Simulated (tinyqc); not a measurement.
Global model of a low-pressure process discharge: electron temperature, density, ion flux and ion energy: one step, computed by the program tinyqc. Command: `OMP_NUM_THREADS=1 python tinyqc.py 3111177 3111178 out.jsonl plasma walk`. One thread of a shared host (Intel(R) Xeon(R) Processor @ 2.30GHz), about 0.01 s of CPU time with the checks.

Maxwellian electrons with temperature T_e in eV, one positive ion, no negative ions, uniform bulk density n; rate constants have the Arrhenius form.

Problem. Geometry factors. n_g = p/(k_B T_g); lambda_i = 1/(n_g sigma); h_L = 0.86/sqrt(3 + L/(2 lambda_i)), h_R = 0.8/sqrt(4 + R/lambda_i); A_eff = 2 pi R^2 h_L + 2 pi R L h_R; d_eff = pi R^2 L/A_eff.

Inputs (values chosen for the exercise, of the order of those of an inductive discharge in a simple atomic gas):
```
quantity,value,unit
ion-neutral cross section,1.1e-18,m^2
pressure p,0.84,Pa
gas temperature T_g,300,K
radius R,10,cm
height L,15,cm
```

Constants: k_B = 1.380649e-23 J/K.

Give: gas density n_g; ion mean free path; h_L; h_R; A_eff; d_eff.

Solution.

gas density n_g = 2.028e+20 1/m^3

ion mean free path = 0.4483 cm

h_L = 0.1936

h_R = 0.1560

A_eff = 268.6 cm^2

d_eff = 17.54 cm
